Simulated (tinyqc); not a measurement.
Worked calculation: CCSD on RHF in the sto-6g basis, for H6, spin multiplicity 1. Computed by tinyqc, a small Python program that keeps every step (integrals from PySCF). Settings: charge = 0, multiplicity = 1, basis = sto-6g, method = RHF, energy threshold = 1e-10, iteration cap = 89, orthogonalisation = symmetric, start = core, DIIS depth = 6, amplitude equations = CCSD, DIIS depth for amplitudes = 4, cap on updates = 77. Command: `OMP_NUM_THREADS=1 python tinyqc.py 28324 28325 out.jsonl` (the two numbers bound the seeds that draw the settings). One thread of a shared host (Intel(R) Xeon(R) Processor @ 2.60GHz), about 0.3 s of CPU time with the checks. The early iterations of the SCF are left out here.

## One-electron integrals

Geometry (angstrom):
```
atom        x        y        z
H     0.00000  0.00000  0.00000
H     0.00000  0.00000  1.06400
H     0.00000  0.00000  2.47200
H     0.00000  0.00000  3.53600
H     0.00000  0.00000  4.94500
H     0.00000  0.00000  6.00800
```

Basis sto-6g: exponents (1/bohr^2) and contraction coefficients of normalised primitives:
```
element  l (shell)  exponent  coefficient
H            s (1)  35.52322      0.00916
H            s (1)   6.51314      0.04936
H            s (1)   1.82214      0.16854
H            s (1)   0.62596      0.37056
H            s (1)   0.24308      0.41649
H            s (1)   0.10011      0.13033
```

Overlap, kinetic and nuclear-attraction integrals over the contracted functions; the nuclear repulsion is the sum of Za Zb / Rab.

nuclear repulsion = 3.8378862 hartree

overlap S, lower triangle:
```
         1H 1s    2H 1s    3H 1s    4H 1s    5H 1s    6H 1s
1H 1s  1.00000
2H 1s  0.45993  1.00000
3H 1s  0.05483  0.29260  1.00000
4H 1s  0.00804  0.05483  0.45993  1.00000
5H 1s  0.00044  0.00412  0.05474  0.29219  1.00000
6H 1s  0.00004  0.00045  0.00804  0.05483  0.46049  1.00000
```

kinetic energy T (hartree), lower triangle:
```
          1H 1s     2H 1s     3H 1s     4H 1s    5H 1s    6H 1s
1H 1s   0.76852
2H 1s   0.09031   0.76852
3H 1s  -0.01031   0.01902   0.76852
4H 1s  -0.00264  -0.01031   0.09031   0.76852
5H 1s  -0.00023  -0.00154  -0.01030   0.01889  0.76852
6H 1s  -0.00003  -0.00024  -0.00264  -0.01031  0.09062  0.76852
```

nuclear attraction V (hartree), lower triangle:
```
          1H 1s     2H 1s     3H 1s     4H 1s     5H 1s     6H 1s
1H 1s  -2.28385
2H 1s  -1.02454  -2.55612
3H 1s  -0.11406  -0.65978  -2.67636
4H 1s  -0.01634  -0.11939  -1.13339  -2.67619
5H 1s  -0.00086  -0.00837  -0.11917  -0.65871  -2.55616
6H 1s  -0.00007  -0.00086  -0.01634  -0.11406  -1.02606  -2.28428
```

core Hamiltonian H = T + V (hartree), lower triangle:
```
          1H 1s     2H 1s     3H 1s     4H 1s     5H 1s     6H 1s
1H 1s  -1.51532
2H 1s  -0.93423  -1.78760
3H 1s  -0.12436  -0.64076  -1.90783
4H 1s  -0.01898  -0.12970  -1.04308  -1.90766
5H 1s  -0.00110  -0.00991  -0.12947  -0.63981  -1.78764
6H 1s  -0.00010  -0.00110  -0.01898  -0.12436  -0.93544  -1.51575
```

## Two-electron integrals

Functions are numbered as in S; the eight-fold symmetry (ij|kl) = (ji|kl) = (kl|ij) leaves the list below.

Two-electron integrals (ij|kl) in chemists' order, unique and non-zero (hartree):
```
(11|11) 0.77500    (21|11) 0.28098    (21|21) 0.13325    (22|11) 0.45770
(22|21) 0.28098    (22|22) 0.77500    (31|11) 0.02259    (31|21) 0.01204
(31|22) 0.02982    (31|31) 0.00139    (32|11) 0.08878    (32|21) 0.05490
(32|22) 0.16104    (32|31) 0.00776    (32|32) 0.04960    (33|11) 0.21394
(33|21) 0.12641    (33|22) 0.36576    (33|31) 0.02259    (33|32) 0.16104
(33|33) 0.77500    (41|11) 0.00262    (41|21) 0.00142    (41|22) 0.00360
(41|31) 0.00018    (41|32) 0.00106    (41|33) 0.00360    (41|41) 2.52e-05
(42|11) 0.01330    (42|21) 0.00793    (42|22) 0.02259    (42|31) 0.00119
(42|32) 0.00776    (42|33) 0.02982    (42|41) 0.00018    (42|42) 0.00139
(43|11) 0.08152    (43|21) 0.04607    (43|22) 0.12641    (43|31) 0.00793
(43|32) 0.05490    (43|33) 0.28098    (43|41) 0.00142    (43|42) 0.01204
(43|43) 0.13325    (44|11) 0.14965    (44|21) 0.08152    (44|22) 0.21394
(44|31) 0.01330    (44|32) 0.08878    (44|33) 0.45770    (44|41) 0.00262
(44|42) 0.02259    (44|43) 0.28098    (44|44) 0.77500    (51|11) 0.00011
(51|21) 0.00006    (51|22) 0.00016    (51|31) 8.29e-06   (51|32) 0.00005
(51|33) 0.00019    (51|41) 1.26e-06   (51|42) 9.45e-06   (51|43) 0.00008
(51|44) 0.00017    (51|51) 6.83e-08   (52|11) 0.00079    (52|21) 0.00045
(52|22) 0.00125    (52|31) 0.00007    (52|32) 0.00045    (52|33) 0.00183
(52|41) 1.11e-05   (52|42) 0.00009    (52|43) 0.00084    (52|44) 0.00183
(52|51) 6.44e-07   (52|52) 6.36e-06   (53|11) 0.00799    (53|21) 0.00436
(53|22) 0.01145    (53|31) 0.00070    (53|32) 0.00464    (53|33) 0.02254
(53|41) 0.00013    (53|42) 0.00107    (53|43) 0.01202    (53|44) 0.02976
(53|51) 8.28e-06   (53|52) 0.00009    (53|53) 0.00139    (54|11) 0.03667
(54|21) 0.01940    (54|22) 0.04916    (54|31) 0.00296    (54|32) 0.01887
(54|33) 0.08863    (54|41) 0.00056    (54|42) 0.00465    (54|43) 0.05481
(54|44) 0.16077    (54|51) 3.99e-05   (54|52) 0.00045    (54|53) 0.00774
(54|54) 0.04945    (55|11) 0.10701    (55|21) 0.05531    (55|22) 0.13635
(55|31) 0.00800    (55|32) 0.04922    (55|33) 0.21385    (55|41) 0.00143
(55|42) 0.01146    (55|43) 0.12634    (55|44) 0.36553    (55|51) 0.00011
(55|52) 0.00125    (55|53) 0.02254    (55|54) 0.16077    (55|55) 0.77500
(61|11) 7.12e-06   (61|21) 4.00e-06   (61|22) 1.07e-05   (61|31) 5.99e-07
(61|32) 3.83e-06   (61|33) 1.56e-05   (61|41) 9.69e-08   (61|42) 7.60e-07
(61|43) 7.23e-06   (61|44) 1.56e-05   (61|51) 5.62e-09   (61|52) 5.52e-08
(61|53) 7.58e-07   (61|54) 3.82e-06   (61|55) 1.07e-05   (62|11) 0.00007
(62|21) 3.97e-05   (62|22) 0.00011    (62|31) 6.16e-06   (62|32) 4.00e-05
(62|33) 0.00017    (62|41) 1.03e-06   (62|42) 8.31e-06   (62|43) 0.00008
(62|44) 0.00019    (62|51) 6.32e-08   (62|52) 6.45e-07   (62|53) 9.46e-06
(62|54) 0.00005    (62|55) 0.00016    (62|61) 5.63e-09   (62|62) 6.86e-08
(63|11) 0.00104    (63|21) 0.00056    (63|22) 0.00143    (63|31) 0.00009
(63|32) 0.00056    (63|33) 0.00262    (63|41) 1.56e-05   (63|42) 0.00013
(63|43) 0.00142    (63|44) 0.00360    (63|51) 1.03e-06   (63|52) 1.11e-05
(63|53) 0.00018    (63|54) 0.00105    (63|55) 0.00360    (63|61) 9.69e-08
(63|62) 1.26e-06   (63|63) 2.52e-05   (64|11) 0.00616    (64|21) 0.00321
(64|22) 0.00801    (64|31) 0.00047    (64|32) 0.00296    (64|33) 0.01330
(64|41) 0.00009    (64|42) 0.00070    (64|43) 0.00793    (64|44) 0.02259
(64|51) 6.14e-06   (64|52) 0.00007    (64|53) 0.00119    (64|54) 0.00775
(64|55) 0.02982    (64|61) 5.99e-07   (64|62) 8.31e-06   (64|63) 0.00018
(64|64) 0.00139    (65|11) 0.04458    (65|21) 0.02277    (65|22) 0.05539
(65|31) 0.00322    (65|32) 0.01945    (65|33) 0.08161    (65|41) 0.00056
(65|42) 0.00437    (65|43) 0.04611    (65|44) 0.12653    (65|51) 3.96e-05
(65|52) 0.00045    (65|53) 0.00793    (65|54) 0.05489    (65|55) 0.28141
(65|61) 4.00e-06   (65|62) 0.00006    (65|63) 0.00142    (65|64) 0.01206
(65|65) 0.13360    (66|11) 0.08808    (66|21) 0.04453    (66|22) 0.10703
(66|31) 0.00616    (66|32) 0.03672    (66|33) 0.14965    (66|41) 0.00104
(66|42) 0.00801    (66|43) 0.08152    (66|44) 0.21394    (66|51) 0.00007
(66|52) 0.00079    (66|53) 0.01328    (66|54) 0.08868    (66|55) 0.45801
(66|61) 7.12e-06   (66|62) 0.00011    (66|63) 0.00262    (66|64) 0.02259
(66|65) 0.28141    (66|66) 0.77500
```

## Orthogonalisation

S = U s U^T; symmetric (Loewdin) form X = U s^(-1/2) U^T, so that X^T S X = 1.

eigenvalues of S: 0.38379  0.49563  0.65160  1.19997  1.50052  1.76848

X, lower triangle:
```
          1H 1s     2H 1s     3H 1s     4H 1s     5H 1s    6H 1s
1H 1s   1.09675
2H 1s  -0.27656   1.13883
3H 1s   0.03408  -0.18405   1.14158
4H 1s  -0.00788   0.03543  -0.28699   1.14146
5H 1s   0.00119  -0.00475   0.03540  -0.18381   1.13900
6H 1s  -0.00030   0.00119  -0.00789   0.03408  -0.27699  1.09703
```

## Iteration 7 (converged): orbitals

converged F (hartree), lower triangle:
```
          1H 1s     2H 1s     3H 1s     4H 1s     5H 1s     6H 1s
1H 1s  -0.23235
2H 1s  -0.45283  -0.26708
3H 1s  -0.07605  -0.22940  -0.26872
4H 1s   0.00241  -0.07544  -0.45318  -0.26862
5H 1s   0.00104  -0.00546  -0.07530  -0.22906  -0.26728
6H 1s  -0.00311   0.00104   0.00237  -0.07602  -0.45325  -0.23266
```

Diagonalise F' = X^T F X, C = X C', fill 3 alpha and 3 beta electrons from the bottom; D = 2 C_occ C_occ^T. Each column has its largest component positive (the first on a tie).

F' = X^T F X (hartree), lower triangle:
```
          1         2         3         4         5         6
1  -0.02702
2  -0.44809  -0.00015
3   0.04261  -0.22159   0.00161
4   0.00406   0.04445  -0.45732   0.00154
5   0.00206  -0.00527   0.04442  -0.22126  -0.00007
6  -0.00423   0.00207   0.00401   0.04261  -0.44854  -0.02687
```

orbital energies (hartree): MO1 -0.56331, MO2 -0.48704, MO3 -0.38530, MO4 0.24857, MO5 0.45631, MO6 0.67982

coefficients C:
```
           MO1       MO2       MO3       MO4       MO5       MO6
1H 1s  0.21431  -0.39053  -0.38847   0.54663  -0.66499   0.43613
2H 1s  0.28703  -0.41705  -0.28952  -0.36812   0.72506  -0.63813
3H 1s  0.39300  -0.08498   0.42972  -0.57799  -0.19407   0.83896
4H 1s  0.39293   0.08335   0.43015   0.57865  -0.19175  -0.83880
5H 1s  0.28732   0.41764  -0.28819   0.36665   0.72581   0.63862
6H 1s  0.21476   0.39149  -0.38706  -0.54504  -0.66646  -0.43702
```

D after iteration 7, lower triangle:
```
          1H 1s     2H 1s     3H 1s     4H 1s    5H 1s    6H 1s
1H 1s   0.69870
2H 1s   0.67371   0.68028
3H 1s  -0.09904   0.04766   0.69265
4H 1s  -0.23088  -0.09303   0.66436   0.69274
5H 1s   0.02084  -0.01655  -0.09283   0.04749  0.68006
6H 1s   0.08699   0.02087  -0.23039  -0.09896  0.67350  0.69839
```

## Convergence

Stop when the energy changes by less than 1e-10 hartree and every element of the error matrix X^T (F D S - S D F) X is below 3e-06.

Course of the cycle:
```
iteration  E (hartree)     change  largest element of the error matrix
1           -2.7946258          -                             4.02e-01
2           -3.1445370  -3.50e-01                             3.45e-02
3           -3.1491578  -4.62e-03                             1.11e-02
4           -3.1495638  -4.06e-04                             3.04e-04
5           -3.1495641  -3.23e-07                             2.73e-05
6           -3.1495641  -1.62e-09                             8.83e-07
7           -3.1495641  -4.25e-12                             5.58e-08
```

PySCF RHF in the same basis = -3.1495641 hartree

Converged in 7 iterations.

## Integrals over molecular orbitals

(pq|rs) = sum C_ip C_jq C_kr C_ls (ij|kl), one index at a time.

one-electron integrals over orbitals h = C^T H C (hartree), lower triangle:
```
          1         2         3         4         5         6
1  -1.97383
2   0.00025  -1.79005
3  -0.12034   0.00023  -1.78792
4   0.00010  -0.14137  -0.00045  -1.51326
5  -0.06886  -0.00027   0.12148  -0.00019  -1.28967
6  -0.00011  -0.05405  -0.00007   0.12751   0.00023  -1.26304
```

Two-electron integrals over orbitals (pq|rs), unique and non-zero (hartree):
```
(11|11) 0.37422     (21|11) -0.00007    (21|21) 0.12391     (22|11) 0.29409
(22|21) 0.00041     (22|22) 0.35665     (31|11) 0.07570     (31|21) -0.00015
(31|22) -0.05818    (31|31) 0.12656     (32|11) -0.00024    (32|21) -0.11872
(32|22) -0.00026    (32|31) -0.00031    (32|32) 0.13483     (33|11) 0.34929
(33|21) -0.00045    (33|22) 0.30846     (33|31) 0.04229     (33|32) 0.00034
(33|33) 0.34851     (41|11) -1.69e-06   (41|21) 0.03448     (41|22) -0.00010
(41|31) 0.00011     (41|32) 0.00587     (41|33) 0.00006     (41|41) 0.08361
(42|11) 0.05107     (42|21) -0.00023    (42|22) -0.00493    (42|31) 0.04697
(42|32) 1.62e-06    (42|33) 0.01229     (42|41) -0.00017    (42|42) 0.07029
(43|11) 0.00023     (43|21) 0.05714     (43|22) 0.00010     (43|31) 0.00025
(43|32) -0.05406    (43|33) -0.00010    (43|41) 0.01749     (43|42) 0.00015
(43|43) 0.07876     (44|11) 0.34887     (44|21) -0.00039    (44|22) 0.30750
(44|31) 0.04068     (44|32) 0.00027     (44|33) 0.34087     (44|41) 2.78e-05
(44|42) 0.01863     (44|43) -0.00007    (44|44) 0.35248     (51|11) 0.00926
(51|21) 0.00007     (51|22) 0.02517     (51|31) -0.02059    (51|32) 0.00009
(51|33) -0.00984    (51|41) 0.00009     (51|42) 0.04175     (51|43) 0.00013
(51|44) -0.00379    (51|51) 0.04970     (52|11) 0.00013     (52|21) 0.02077
(52|22) -0.00007    (52|31) 0.00018     (52|32) 0.00628     (52|33) 0.00009
(52|41) 0.05683     (52|42) 0.00007     (52|43) -0.04284    (52|44) 0.00008
(52|51) 0.00017     (52|52) 0.09443     (53|11) -0.05709    (53|21) 0.00023
(53|22) 0.00031     (53|31) -0.04970    (53|32) 2.02e-05    (53|33) -0.02222
(53|41) 0.00016     (53|42) -0.06832    (53|43) -0.00019    (53|44) -0.01905
(53|51) -0.03885    (53|52) -4.52e-05   (53|53) 0.07207     (54|11) 0.00019
(54|21) 0.11828     (54|22) 0.00025     (54|31) 0.00026     (54|32) -0.13001
(54|33) -0.00036    (54|41) -0.00034    (54|42) -1.08e-05   (54|43) 0.05543
(54|44) -0.00030    (54|51) -0.00006    (54|52) -0.00556    (54|53) -3.08e-06
(54|54) 0.13755     (55|11) 0.30428     (55|21) 0.00034     (55|22) 0.35996
(55|31) -0.05168    (55|32) -0.00019    (55|33) 0.31684     (55|41) -0.00008
(55|42) -0.00215    (55|43) 0.00008     (55|44) 0.32326     (55|51) 0.02540
(55|52) -0.00006    (55|53) -0.00061    (55|54) 0.00020     (55|55) 0.37927
(61|11) 4.47e-05    (61|21) -0.00174    (61|22) 0.00006     (61|31) 6.57e-06
(61|32) -0.01354    (61|33) -4.03e-05   (61|41) -0.02975    (61|42) 0.00010
(61|43) -0.05667    (61|44) -2.59e-05   (61|51) -1.72e-05   (61|52) 0.03598
(61|53) -0.00008    (61|54) 0.01145     (61|55) 4.57e-05    (61|61) 0.07019
(62|11) 0.01380     (62|21) 0.00008     (62|22) 0.02903     (62|31) -0.01880
(62|32) 0.00007     (62|33) -0.00200    (62|41) 0.00012     (62|42) 0.04007
(62|43) 0.00015     (62|44) -0.00402    (62|51) 0.04760     (62|52) 0.00019
(62|53) -0.04194    (62|54) -0.00006    (62|55) 0.02825     (62|61) -3.14e-05
(62|62) 0.04953     (63|11) 3.93e-06    (63|21) -0.03751    (63|22) 0.00009
(63|31) -0.00011    (63|32) 0.00032     (63|33) -3.20e-05   (63|41) -0.08169
(63|42) 0.00018     (63|43) -0.01874    (63|44) -3.74e-05   (63|51) -0.00008
(63|52) -0.05784    (63|53) -0.00019    (63|54) 0.00086     (63|55) 0.00009
(63|61) 0.02913     (63|62) -0.00010    (63|63) 0.08600     (64|11) -0.07758
(64|21) 0.00017     (64|22) 0.05299     (64|31) -0.12319    (64|32) 0.00029
(64|33) -0.04338    (64|41) -0.00010    (64|42) -0.04933    (64|43) -0.00025
(64|44) -0.04460    (64|51) 0.01812     (64|52) -0.00018    (64|53) 0.05115
(64|54) -0.00026    (64|55) 0.05516     (64|61) -8.87e-06   (64|62) 0.01788
(64|63) 0.00010     (64|64) 0.13178     (65|11) -0.00005    (65|21) 0.12736
(65|22) 0.00039     (65|31) -0.00010    (65|32) -0.12310    (65|33) -0.00046
(65|41) 0.03588     (65|42) -0.00023    (65|43) 0.06079     (65|44) -0.00041
(65|51) 0.00006     (65|52) 0.02144     (65|53) 0.00022     (65|54) 0.12766
(65|55) 0.00034     (65|61) -0.00270    (65|62) 0.00008     (65|63) -0.04074
(65|64) 0.00013     (65|65) 0.14099     (66|11) 0.39394     (66|21) -0.00009
(66|22) 0.31088     (66|31) 0.07933     (66|32) -0.00023    (66|33) 0.36947
(66|41) -4.83e-06   (66|42) 0.05546     (66|43) 0.00024     (66|44) 0.37560
(66|51) 0.01096     (66|52) 0.00014     (66|53) -0.06227    (66|54) 0.00019
(66|55) 0.32896     (66|61) 4.61e-05    (66|62) 0.01578     (66|63) 9.33e-06
(66|64) -0.08606    (66|65) -0.00008    (66|66) 0.43253
```

## CCSD: starting amplitudes

t_ij^ab = <ij||ab> / (e_i + e_j - e_a - e_b), whose energy is MP2.

Starting amplitudes (spin orbitals 1a, 1b, ...; amplitudes related by a flip of all spins are not repeated; the 24 largest):
```
from      to         t
3a 3b  4a 4b  -0.06212
1a 1b  4a 4b  -0.05149
2a 2b  5a 5b  -0.05005
2a 2b  4a 4b  -0.04778
1a 3b  4a 6b   0.04352
2a 3b  4a 5b   0.04332
3a 3b  5a 5b  -0.04281
3a 3b  6a 6b  -0.04037
1a 2b  4a 5b  -0.03238
1a 3b  4b 6a  -0.03019
2a 3b  5a 6b   0.02880
1a 1b  6a 6b  -0.02823
2a 3b  4b 5a  -0.02716
1a 1b  5a 5b  -0.02437
1a 2b  4b 5a   0.02379
1a 2b  5a 6b  -0.02177
2a 2b  6a 6b  -0.02123
2a 2b  4a 6b  -0.02106
2a 3b  5b 6a  -0.02088
1a 3b  5a 5b   0.02087
1a 2b  5b 6a   0.01646
2a 3a  4a 5a   0.01615
1a 1b  4a 6b   0.01448
1a 3a  4a 6a   0.01333
```

correlation energy = -0.0687367 hartree

## CCSD: amplitude update 1

t_i^a D_i^a and t_ij^ab D_ij^ab are set to the remaining terms of the spin-orbital equations, evaluated with the old amplitudes; for the doubles these are <ij||ab> + 1/2 <ab||ef> t_ij^ef + 1/2 <mn||ij> t_mn^ab + P(ij)P(ab) <mb||ej> t_im^ae + terms in t^2 + terms with t1, D the orbital-energy denominators.

Amplitudes after update 1 (spin orbitals 1a, 1b, ...; amplitudes related by a flip of all spins are not repeated; the 24 largest):
```
from      to         t
3a 3b  4a 4b  -0.09350
2a 2b  5a 5b  -0.07080
1a 1b  4a 4b  -0.06575
2a 3b  4a 5b   0.06297
2a 2b  4a 4b  -0.06265
1a 3b  4a 6b   0.06265
3a 3b  5a 5b  -0.05479
3a 3b  6a 6b  -0.04897
1a 3b  4b 6a  -0.04692
2a 3b  4b 5a  -0.04451
1a 2b  4a 5b  -0.04313
1a 1b  6a 6b  -0.03920
2a 3b  5a 6b   0.03731
1a 2b  4b 5a   0.03331
2a 2b  4a 6b  -0.03318
1a 3b  5a 5b   0.03299
1a 1b  5a 5b  -0.03147
1a 2b  5a 6b  -0.03142
2a 3b  5b 6a  -0.02840
2a 2b  6a 6b  -0.02663
1a 2b  5b 6a   0.02484
1a 1b  4a 6b   0.02027
2a 3a  4a 5a   0.01845
1a 3b  6a 6b  -0.01715
```

correlation energy = -0.0959331 hartree

## CCSD: amplitude update 2

As before.

Amplitudes after update 2 (spin orbitals 1a, 1b, ...; amplitudes related by a flip of all spins are not repeated; the 24 largest):
```
from      to         t
3a 3b  4a 4b  -0.11073
2a 2b  5a 5b  -0.08004
2a 3b  4a 5b   0.07134
1a 1b  4a 4b  -0.07058
1a 3b  4a 6b   0.06997
2a 2b  4a 4b  -0.06895
3a 3b  5a 5b  -0.05959
1a 3b  4b 6a  -0.05338
2a 3b  4b 5a  -0.05284
3a 3b  6a 6b  -0.05145
1a 2b  4a 5b  -0.04669
1a 1b  6a 6b  -0.04497
2a 3b  5a 6b   0.03991
2a 2b  4a 6b  -0.03778
1a 3b  5a 5b   0.03758
1a 2b  4b 5a   0.03660
1a 2b  5a 6b  -0.03579
1a 1b  5a 5b  -0.03493
2a 3b  5b 6a  -0.03084
2a 2b  6a 6b  -0.02916
1a 2b  5b 6a   0.02874
1a 1b  4a 6b   0.02244
1a 3b  4a 4b  -0.01930
1a 3b  6a 6b  -0.01874
```

correlation energy = -0.1070938 hartree

## CCSD: convergence

E_corr = 1/4 sum <ij||ab> t_ij^ab + 1/2 sum <ij||ab> t_i^a t_j^b; stop when the norm of the change is below 1e-8.

Course of the amplitude iterations:
```
update  correlation energy (hartree)  norm of the change
0                         -0.0687367                   -
1                         -0.0959331            1.64e-01
2                         -0.1070938            7.10e-02
3                         -0.1151742            3.12e-02
4                         -0.1151603            4.44e-03
5                         -0.1151607            2.18e-03
6                         -0.1151806            5.81e-04
7                         -0.1151848            1.62e-04
8                         -0.1151841            7.08e-05
9                         -0.1151835            3.19e-05
10                        -0.1151831            1.03e-05
11                        -0.1151831            3.59e-06
12                        -0.1151831            1.44e-06
13                        -0.1151831            4.41e-07
14                        -0.1151831            1.88e-07
15                        -0.1151831            1.01e-07
16                        -0.1151831            4.18e-08
17                        -0.1151831            1.86e-08
18                        -0.1151831            6.76e-09
```

Converged amplitudes (spin orbitals 1a, 1b, ...; amplitudes related by a flip of all spins are not repeated; the 24 largest):
```
from      to         t
3a 3b  4a 4b  -0.12890
2a 2b  5a 5b  -0.08741
2a 3b  4a 5b   0.07924
1a 3b  4a 6b   0.07629
2a 2b  4a 4b  -0.07221
1a 1b  4a 4b  -0.07028
3a 3b  5a 5b  -0.06174
2a 3b  4b 5a  -0.05991
1a 3b  4b 6a  -0.05760
1a 1b  6a 6b  -0.05064
3a 3b  6a 6b  -0.05064
1a 2b  4a 5b  -0.04805
2a 3b  5a 6b   0.04075
2a 2b  4a 6b  -0.04060
1a 3b  5a 5b   0.04040
1a 2b  5a 6b  -0.04026
1a 2b  4b 5a   0.03736
1a 1b  5a 5b  -0.03706
1a 2b  5b 6a   0.03226
2a 3b  5b 6a  -0.03128
2a 2b  6a 6b  -0.03053
1a 1b  4a 6b   0.02368
1a 3b  4a 4b  -0.02101
1a 3b  6a 6b  -0.01956
```

CCSD total energy = -3.2647473 hartree

T1 diagnostic, norm of the one-spin t1 over sqrt(correlated electrons) = 0.00429

Converged in 18 updates, with DIIS from the third.
